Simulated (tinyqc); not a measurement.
# Admittance spectroscopy of a deep trap: what changes with what

Schottky contact on an n-type layer with shallow donors Nd (all ionised) and a donor-like deep trap, neutral when filled and positive when empty; depletion approximation. Traps within lam of the depletion edge stay filled. The traps at xt = W - lam, where the level crosses the Fermi level, follow a slow signal and not a fast one. w = 2 pi f.

Values chosen for this exercise; material values close to those of gallium arsenide:
- eps_r = 12.8 (relative permittivity)
- Nc = 4.37e17 cm^-3 (conduction-band density of states at 300 K)
- vth = 4.4e7 cm/s (thermal velocity at 300 K)
- Nd = 2.1e15 cm^-3 (shallow donor density)
- Vbi = 0.76 V (built-in voltage)
- Et = 0.45 eV (depth of the trap below the conduction edge)
- sn = 4e-16 cm^2 (capture cross-section)
- Nt = 2.3e14 cm^-3 (trap density)
- Vr = 0 V (reverse bias)
- T = 433 K (temperature)

Constants: q = 1.602176634e-19 C, kB = 1.380649e-23 J/K, eps0 = 8.8541878128e-14 F/cm where lengths are in cm. Results are converted to the units shown.

Each table varies one quantity; the others keep the values above.

## Effect of the bias

Emission rate en = sn vth(T) Nc(T) exp(-Et/kB T) = sn g T^2 exp(-Et/kB T), g = vth Nc/(300 K)^2, as vth goes as T^0.5 and Nc as T^1.5 (degeneracy factor 1). lam = sqrt(2 eps0 eps_r (EF - ET)/(q Nd)), EF - ET = Et - (kB T/q) ln(Nc(T)/Nd), Nc(T) = Nc (T/300 K)^1.5. In the steady state at the band bending V, 2 eps0 eps_r V/q = Nd W^2 + Nt (W - lam)^2 (the second term only if W > lam). V = Vbi + Vr. C_HF = eps0 eps_r/W, C_LF = eps0 eps_r (Nd + Nt)/(Nd W + Nt xt). Inflection frequency w0 = 2 en [1 + Nt xt/(Nd W)]; C = C_HF + (C_LF - C_HF)/(1 + (w/w0)^2), G/w = (C_LF - C_HF)(w/w0)/(1 + (w/w0)^2).

Effect of the bias:

| Vr (V) | W (nm) | xt/W | C_HF (nF/cm^2) | step (nF/cm^2) | step (% of C_HF) |
|---|---|---|---|---|---|
| 0 | 707.95 | 0.44364 | 16.009 | 0.93028 | 5.8111 |
| 0.9 | 1035.9 | 0.61979 | 10.940 | 0.42662 | 3.8995 |
| 1.7 | 1255.4 | 0.68625 | 9.0278 | 0.28854 | 3.1961 |
| 2.6 | 1462.4 | 0.73066 | 7.7500 | 0.21168 | 2.7313 |
| 3.4 | 1623.8 | 0.75744 | 6.9794 | 0.17121 | 2.4531 |
| 4.3 | 1787.8 | 0.77968 | 6.3394 | 0.14094 | 2.2232 |
| 5.1 | 1921.5 | 0.79502 | 5.8981 | 0.12181 | 2.0652 |
| 6 | 2061.4 | 0.80893 | 5.4978 | 0.10569 | 1.9223 |

What does the table show?

xt/W rises from 0.444 to 0.809 since lam stays at 394 nm, and the relative step falls from 5.81 to 1.92 %: the nearer xt lies to W in proportion, the less the traps add.

## Admittance against frequency

Same model as above.

V = Vbi + Vr.

Admittance against frequency:

| f (Hz) | C (nF/cm^2) | G/w (nF/cm^2) |
|---|---|---|
| 1300 | 16.94 | 0.03902 |
| 2800 | 16.93 | 0.08350 |
| 6000 | 16.91 | 0.1739 |
| 13000 | 16.80 | 0.3322 |
| 27000 | 16.54 | 0.4609 |
| 58000 | 16.21 | 0.3863 |
| 1.2e5 | 16.07 | 0.2249 |
| 2.6e5 | 16.02 | 0.1092 |
| 5.6e5 | 16.01 | 0.05124 |
| 1.2e6 | 16.01 | 0.02397 |

What does the table show?

C falls from 16.9 to 16.0 nF/cm^2, between C_LF = 16.9 and C_HF = 16.0, and G/w goes from 0.0390 through a maximum of 0.461 (at f = 27000 Hz among the rows listed) to 0.0240 nF/cm^2. The exact peak is half of the step, 0.465 nF/cm^2, at 30900 Hz.

Computed by the program tinyqc: `OMP_NUM_THREADS=1 python tinyqc.py 2050139 2050140 out.jsonl`, one thread of a shared Intel Xeon 2.30GHz, about 0.01 s for the whole run.
